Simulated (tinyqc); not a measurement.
# Inputs raised by 5 %, one at a time

Model: a particle near a wafer in liquid: double-layer and van der Waals forces (DLVO), deposition barrier and removal. Computed by tinyqc, a small Python program. Command: `OMP_NUM_THREADS=1 python tinyqc.py 3113839 3113840 out.jsonl dlvo sens`. One thread of a shared host (Intel(R) Xeon(R) Processor @ 2.30GHz), about 0.01 s of CPU time with the checks.

Sphere and flat wall, Derjaguin approximation, constant potentials in the linear-superposition form, no retardation and no hydration force.

Inputs (values chosen for the exercise, of the order of those for ceria on silica in water):
```
quantity                             value   unit
particle radius R                       47     nm
Hamaker constant A                 1.8e-20      J
potential of the particle psi_1        -45     mV
potential of the wafer psi_2           -44     mV
salt concentration c               0.00047  mol/L
valence z of the symmetric salt          2      -
temperature T                          323      K
dielectric constant of the liquid     69.9      -
contact distance h0                    0.4     nm
contact radius over R                0.072      -
viscosity                             0.49  mPa s
```

Constants: e = 1.602176634e-19 C; N_A = 6.02214076e+23 1/mol; eps_0 = 8.8541878128e-12 F/m; k_B = 1.380649e-23 J/K; k_B = 8.617333262e-05 eV/K.

Method:
- kappa^2 = 2 z^2 e^2 N_A (1000 c)/(eps eps_0 k_B T); gamma_i = tanh(z e psi_i/(4 k_B T)); Z = 64 pi eps eps_0 (k_B T/(z e))^2 gamma_1 gamma_2.
- U(h) = Z R exp(-kappa h) - A R/(6 h); F(h) = -dU/dh = kappa Z R exp(-kappa h) - A R/(6 h^2), positive for repulsion.
- F = 0 reads x^2 exp(-x) = y with x = kappa h and y = A kappa/(6 Z); the left side peaks at x = 2 with 4/e^2 = 0.5413, so roots exist for smaller y: x < 2 is the barrier, x > 2 the secondary minimum.
- The barrier height is zero when U = 0 and F = 0 together: kappa h = 1 and kappa = 6 Z/(e A), e = 2.718282 here; c follows from kappa^2, with the potentials held fixed.
- Adhesion F_a = A R/(6 h0^2) [1 + a^2/(R h0)] - kappa Z R exp(-kappa h0), a the contact radius. Drag in a shear flow F_d = 1.7 x 6 pi mu R^2 G, acting at 1.4 R; rolling starts when 1.4 R F_d = a F_a. Wall shear stress = mu G.

Runs; columns: (1) input moved; (2) from; (3) to; (4) barrier height (k_B T); (5) critical concentration (mol/L); (6) net adhesion F_a (pN); (7) energy at the secondary minimum (k_B T):
```
(1)                                    (2)        (3)     (4)       (5)     (6)       (7)
base run                                 -          -  68.941  0.037814  1349.7  -0.55395
particle radius R (nm)                  47      49.35  72.388  0.037814  1445.4  -0.58165
Hamaker constant A (J)             1.8e-20   1.89e-20  67.944  0.034298  1420.6  -0.58633
potential of the wafer psi_2 (mV)      -44      -46.2  71.898  0.040358  1347.5  -0.55102
salt concentration c (mol/L)       0.00047  0.0004935  68.445  0.037814  1348.1  -0.56991
temperature T (K)                      323     339.15  68.783  0.042215  1349.2  -0.51028
contact distance h0 (nm)               0.4       0.42  68.941  0.037814  1194.9  -0.55395
contact radius over R                0.072     0.0756  68.941  0.037814  1404.7  -0.55395
```

Exponents ln(y'/y) / ln(x'/x):
```
input                         barrier height  critical concentration  net adhesion F_a  energy at the secondary minimum
particle radius R                      1.000                   0.000             1.404                            1.000
Hamaker constant A                    -0.299                  -2.000             1.049                            1.164
potential of the wafer psi_2           0.861                   1.335            -0.034                           -0.109
salt concentration c                  -0.148                   0.000            -0.024                            0.582
temperature T                         -0.047                   2.257            -0.008                           -1.683
contact distance h0                    0.000                   0.000            -2.497                            0.000
contact radius over R                  0.000                   0.000             0.819                            0.000
```

Which inputs matter most for each result?

Among the inputs moved here: barrier height answers most in size to particle radius R (exponent +1.000), next to potential of the wafer psi_2 (+0.861); its exponent is below 0.0005 for contact distance h0, contact radius over R. Its exponent +1.000 in particle radius R: Derjaguin energies scale with R. critical concentration answers most in size to temperature T (exponent +2.257), next to Hamaker constant A (-2.000); its exponent is below 0.0005 for particle radius R, salt concentration c, contact distance h0, contact radius over R. Its exponent -2.000 in Hamaker constant A: critical kappa goes as 1/A. net adhesion F_a answers most in size to contact distance h0 (exponent -2.497), next to particle radius R (+1.404). Energy at the secondary minimum answers most in size to temperature T (exponent -1.683), next to Hamaker constant A (+1.164); its exponent is below 0.0005 for contact distance h0, contact radius over R.

Extremes, crossings and ranges named in words are read from the listed rows.
